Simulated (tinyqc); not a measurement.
# Resistive memory cell, filament-gap model with Joule heating: several studies

A tunnelling gap g separates the tip of a filament from the electrode. I = I0 exp(-g/g0) sinh(Vd/V0), with Vd = V - I Rs on the device; T = T0 + Rth Vd I at once; the gap closes as dg/dt = -nu exp(-q Ea/(kB T)) sinh(al q Vd/(kB T)). All constants are fitting values of a compact model.

Parameters, values chosen for the exercise:
- T0 = 300 K (ambient temperature)
- I0 = 0.69 mA (current scale)
- g0 = 0.27 nm (tunnelling length)
- V0 = 0.3 V (voltage scale)
- nu = 100 m/s (attempt velocity)
- Ea = 0.91 eV (activation energy)
- al = 0.27 (barrier lowering per volt on the device)
- Rth = 5.9e5 K/W (thermal resistance)
- Rs = 2000 ohm (series resistance)
- gi = 1.6 nm (gap at the start)
- gf = 0.5 nm (gap that counts as set)
- V = 1.6 V (pulse voltage)

Constants: q = 1.602176634e-19 C, kB = 1.380649e-23 J/K. Results are converted to the units shown.

Each table varies one quantity; the others keep the values above.

## The course of a set pulse

For each gap Vd is solved self-consistently; the time to reach g is the integral of dg/|dg/dt| from g to gi.

Results:

| g (nm) | Vd (V) | I (uA) | T (K) | -dg/dt (nm/ns) | time (ns) |
|---|---|---|---|---|---|
| 1.44 | 1.325 | 137.7 | 407.6 | 7.407e-6 | 2.669e4 |
| 1.29 | 1.239 | 180.5 | 431.9 | 9.652e-6 | 4.425e4 |
| 1.13 | 1.136 | 231.8 | 455.4 | 1.057e-5 | 5.982e4 |
| 0.97 | 1.024 | 288.0 | 474.0 | 9.184e-6 | 7.574e4 |
| 0.66 | 0.7849 | 407.5 | 488.7 | 3.166e-6 | 1.306e5 |
| 0.5 | 0.6541 | 473.0 | 482.5 | 1.093e-6 | 2.177e5 |

Estimate the missing row, g = 0.81 nm.

Computed row:

| g (nm) | Vd (V) | I (uA) | T (K) | -dg/dt (nm/ns) | time (ns) |
|---|---|---|---|---|---|
| 0.81 | 0.9035 | 348.2 | 485.6 | 6.123e-6 | 9.672e4 |

With this row back in the table: As the gap closes from 1.44 to 0.5 nm, the current rises from 138 to 473 uA, Vd falls from 1.32 to 0.654 V, T goes from 408 through a maximum of 489 (at g = 0.66 nm among the rows listed) to 483 K and the rate goes from 7.41e-6 through a maximum of 1.06e-5 (at g = 1.13 nm among the rows listed) to 1.09e-6 nm/ns. Heating first speeds the set up, then the series resistance takes the voltage away and slows it. The first row takes 12 % of the whole time.

## Effect of the pulse voltage on the set time

Same model as above.

The set time is the integral of dg/|dg/dt| from gf to gi, with Vd solved for each gap; the second column repeats it with Rth = 0.

Results:

| V (V) | set time (s) | without heating (s) | higher T of the two ends (K) | I at gf (uA) |
|---|---|---|---|---|
| 0.64 | 41.01 | 262.8 | 330.1 | 150.3 |
| 0.8 | 5.390 | 103.8 | 347.2 | 196.4 |
| 0.96 | 0.6614 | 46.99 | 367.9 | 246.1 |
| 1.12 | 0.07858 | 23.82 | 392.1 | 299.0 |
| 1.44 | 0.001317 | 7.859 | 449.6 | 412.8 |
| 1.6 | 2.177e-4 | 4.955 | 482.5 | 473.0 |
| 1.76 | 4.464e-5 | 3.275 | 517.8 | 534.9 |

Estimate the missing row, V = 1.28 V.

Computed row:

| V (V) | set time (s) | without heating (s) | higher T of the two ends (K) | I at gf (uA) |
|---|---|---|---|---|
| 1.28 | 0.009610 | 13.20 | 419.4 | 354.7 |

With this row back in the table: As V goes from 0.64 to 1.76 V, the set time falls from 41.0 to 4.46e-5 s, a span of 6.0 decades; heating shortens it by a factor of 6.41 in the first row and 73400 in the last. On average a decade costs 188 mV, against (kB T0/q) ln 10/al = 220 mV from barrier lowering alone.

## Effect of the activation energy on the set time

Same model as above.

Effect of the activation energy on the set time:

| Ea (eV) | set time (s) | without heating (s) | higher T of the two ends (K) | I at gf (uA) |
|---|---|---|---|---|
| 0.76 | 5.227e-6 | 0.01497 | 482.5 | 473.0 |
| 0.83 | 2.953e-5 | 0.2244 | 482.5 | 473.0 |
| 0.89 | 1.318e-4 | 2.286 | 482.5 | 473.0 |
| 0.96 | 7.687e-4 | 34.28 | 482.5 | 473.0 |
| 1.03 | 0.004583 | 514.0 | 482.5 | 473.0 |
| 1.09 | 0.02162 | 5235 | 482.5 | 473.0 |
| 1.16 | 0.1356 | 7.850e4 | 482.5 | 473.0 |

What does the comparison show?

As Ea goes from 0.76 to 1.16 eV, the set time rises from 5.23e-6 to 0.136 s, a span of 4.4 decades; heating shortens it by a factor of 2860 in the first row and 5.79e5 in the last.

Computed by the program tinyqc: `OMP_NUM_THREADS=1 python tinyqc.py 2880147 2880148 out.jsonl`, one thread of a shared Intel Xeon 2.30GHz, about 0.1 s for the whole run.
